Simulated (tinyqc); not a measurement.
# Random telegraph noise from one oxide trap in a small MOSFET, step by step

Numbers from tinyqc (`OMP_NUM_THREADS=1 python tinyqc.py 2710018 2710019 out.jsonl`; about 0.01 s on one thread of a shared Intel Xeon 2.30GHz). Printed values are rounded.

An acceptor-like trap exchanges electrons with the channel. Inversion charge Q = Cox u, u = n Vt W0(exp((Vg - VT)/(n Vt))), W0 the Lambert function, n = nf, Cox = eps0 eox/tox; linear regime Id = (W/L) mu Q Vd. Relative to threshold the surface potential rises by Vt ln(u/u0) and the oxide voltage by the rest of Vg - VT, with u0 = n Vt W0(1).

Parameters, values chosen for the exercise; values of the order met in silicon transistors: temperature T = 350 K; relative permittivity of the gate insulator (close to silicon dioxide) eox = 3.9; insulator thickness tox = 1.8 nm; depth of the trap from the channel interface xt = 0.68 nm; trap level above the channel Fermi level at threshold E0 = 0.11 eV; capture prefactor s0 = 7e-17 cm^2; capture barrier (lattice relaxation) EB = 0.2 eV; tunnelling decay length lt = 0.2 nm; thermal velocity vth = 1.3e7 cm/s; thickness of the inversion layer zi = 2.7 nm; threshold voltage VT = 0.29 V; body factor nf = 1.07; gate width W = 150 nm; gate length L = 67 nm; mobility mu = 200 cm^2/(V s); scattering coefficient of the charged trap asc = 0 V s; drain voltage Vd = 0.02 V; gate voltage Vg = 0.48 V.

Constants: q = 1.602176634e-19 C, kB = 1.380649e-23 J/K, Vt = kB T/q, eps0 = 8.8541878128e-14 F/cm where lengths are in cm. Results are converted to the units shown.

Range of the model: VT is taken as given; short-channel effects and the uneven flow of current among few electrons are left out.

## Trap level, time constants and occupancy

N = Cox u/q; dpsi = Vt ln(u/u0); E = E0 - dpsi - (xt/tox)(Vg - VT - dpsi); capture time tc = 1/[(N/zi) vth s0 exp(-xt/lt - EB/Vt)]; emission time te = tc exp(-E/Vt); occupancy te/(tc + te).

u = 0.142151 V
N = 1.70208e12 cm^-2
dpsi = 0.0618244 V
E = -2.46268e-4 eV
tc = 3.96111e-6 s
te = 3.99359e-6 s
occupancy = 0.502041

The trap lies 0.0082 Vt below the Fermi level, so it is filled most of the time.

## Step height

A = W L; threshold step dV = q (1 - xt/tox)/(Cox A); gm/Id = 1/(u + n Vt); relative step dI/I = (gm/Id) dV + asc mu/A. Id as defined.

electrons in the channel N A = 171.059
dV = 0.517070 mV
gm/Id = 5.73320 1/V
number part of dI/I = 0.296446 %
dI/I = 0.296446 %
Id = 2.44212 uA
dI = 7.23957 nA

## Lorentzian spectrum

Spectrum S(f) = 4 dI^2/{(tc + te)[(1/tc + 1/te)^2 + (2 pi f)^2]}; corner fc = (1/tc + 1/te)/(2 pi); variance dI^2 tc te/(tc + te)^2. Give S at f = 0, at fc and at 10 fc.

fc = 80031.9 Hz
S(0) = 1.04226e-22 A^2/Hz
S(fc) = 5.21128e-23 A^2/Hz
S(10 fc) = 1.03194e-24 A^2/Hz
rms current = 3.61975 nA

The rms value is 0.500 of the step; it reaches its largest share, 1/2, when tc = te.
